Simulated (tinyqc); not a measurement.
# Non-radiative capture by multiphonon emission, one effective mode, step by step

A worked calculation. Computed by tinyqc, a small Python program that keeps every step. Command: `OMP_NUM_THREADS=1 python tinyqc.py 3000588 3000589 out.jsonl capture walk`. One thread of a shared host (Intel(R) Xeon(R) Processor @ 2.30GHz), about 0.02 s of CPU time with the checks. Intermediate numbers are printed to about 7 digits and carried at full precision; extremes and crossings named in words are read from the listed rows.

The initial state (free carrier plus empty centre) lies dE above the final state; both have the same frequency and are displaced by dQ.

Inputs (values chosen for the exercise, for a model semiconductor): energy released dE = 0.451 eV; phonon energy hbar omega = 20.1 meV; Huang-Rhys factor S = 14.7; electron-phonon coupling W = 0.0056 eV/(u^(1/2) angstrom); cell volume V = 1300 angstrom^3; degeneracy g = 2; broadening b = 16 meV; carrier mass m = 0.12 m_0; dielectric constant eps = 12.4; temperature T = 300 K; defect density N_t = 2e+15 cm^-3.

Centre: attractive.

Constants: hbar^2/u = 4.18015928e-03 eV angstrom^2; k_B = 8.617333262e-05 eV/K; hbar = 6.582119569e-16 eV s; Ry = 13.605693123 eV; k_B = 1.380649e-23 J/K; m_0 = 9.1093837015e-31 kg.

## Geometry of the two curves

dQ = sqrt(2 S (hbar^2/u)/hbar omega); relaxation energy lambda = S hbar omega; phonons needed P = dE/hbar omega; classical barrier E_b = (dE - lambda)^2/(4 lambda); occupation n = 1/(exp(hbar omega/k_B T) - 1).

dQ = 2.472704 u^(1/2) angstrom

lambda = 0.29547 eV

P = 22.43781

classical barrier E_b = 0.02046704 eV

occupation n = 0.8503175

dE exceeds lambda: the inverted case usual for deep centres, in which the curves cross on the far side of the initial minimum.

## Phonon weights near resonance

Huang-Rhys weight for a net emission of p phonons: L_p = exp(-S (2n + 1)) ((n + 1)/n)^(p/2) I_p(2 S sqrt(n (n + 1))), I_p the modified Bessel function. M_p = sum_m w_m <m_i|Q|(m + p)_f>^2 with Q counted from the final minimum and Boltzmann weights w_m for m = 0..24; <m_i|Q|k_f> = sqrt((hbar^2/u)/(2 hbar omega)) [sqrt(k) <m|k-1> + sqrt(k+1) <m|k+1>], with overlaps of oscillators displaced by d = sqrt(2 S) summed on 1500 points from -16 to 16 + d. The delta function is a Gaussian of standard deviation b at dE - p hbar omega.

Weights:
```
p          L_p  M_p (u angstrom^2)  Gaussian (1/eV)
19  0.04932723           0.3962744     2.221500e-03
20  0.04358543           0.3712357     2.291851e-01
21  0.03759907           0.3389713     4.879089e+00
22  0.03167514           0.3017867     2.143399e+01
23  0.02606702           0.2620737     1.943030e+01
24  0.02096150           0.2220719     3.634694e+00
25  0.01647550           0.1836831     1.403034e-01
```

## Capture coefficient before scaling

C_0 = V (2 pi/hbar) g W^2 sum_p M_p Gaussian_p. The sum runs over the seven p from round(P) - 3 to round(P) + 3; 1 angstrom^3 = 1e-24 cm^3.

sum_p M_p Gaussian_p = 14.13343 u angstrom^2/eV

C_0 = 1.100047e-08 cm^3/s

## Scaled coefficient, cross-section and lifetime

Sommerfeld factor of an attractive centre: s(k) = 2 pi nu/(1 - exp(-2 pi nu)), nu = sqrt(Ry*/E), Ry* = Ry m/eps^2, averaged over (2/sqrt(pi)) sqrt(x) exp(-x) dx with x = E/k_B T = t^2 (trapezoid, t to 6 in steps of 0.01). C = s C_0; v = sqrt(3 k_B T/m); sigma = C/v; tau = 1/(C N_t).

Sommerfeld factor s = 4.658869

capture coefficient C = 5.124973e-08 cm^3/s

thermal velocity v = 3.371536e+07 cm/s

cross-section sigma = 1.520071e-15 cm^2

capture time = 9.756148e-09 s

## Quantum against classical capture

C_0 = V (2 pi/hbar) g W^2 sum_p M_p Gaussian_p. Here the sum runs over all p. Classical (Marcus) form: replace the sum by Q_c^2 exp(-E_b/k_B T)/sqrt(4 pi lambda k_B T), Q_c = dQ (dE + lambda)/(2 lambda). The last column is -k_B d ln C_0/d(1/T) from this row and the one above.

Against temperature:
```
T (K)  C_0, quantum (cm^3/s)  C_0, classical (cm^3/s)  Sommerfeld factor  activation energy (eV)
19              5.686443e-09             3.627513e-13           18.05531                       -
35              5.701797e-09             8.104756e-11           13.30548            9.657419e-06
58              5.904412e-09             9.284251e-10           10.34322            2.655812e-04
93              6.698289e-09             3.423919e-09            8.18428            1.675370e-03
140             8.076732e-09             6.577375e-09            6.69640            4.467262e-03
210             9.773120e-09             9.453673e-09            5.50804            6.900103e-03
330             1.122963e-08             1.137802e-08            4.45904            6.913387e-03
510             1.162680e-08             1.179937e-08            3.67198            2.800435e-03
```

At 19.0 K the quantum value is 16000 times the classical one: C_0 comes from tunnelling out of the lowest level and hardly depends on T. At 510 K the ratio is 0.99. The largest apparent activation energy is 0.007 eV against the classical barrier of 0.020 eV, so an Arrhenius fit understates the barrier, through tunnelling and the broadening b at low T and the T^(-1/2) prefactor at high T. The measured coefficient is C = s C_0, and s changes by a factor 0.20 over these rows, so C changes by 0.42 where C_0 changes by 2.0.

Checks made by the program: Bessel formula against the sum over overlaps (relative difference 8e-10).
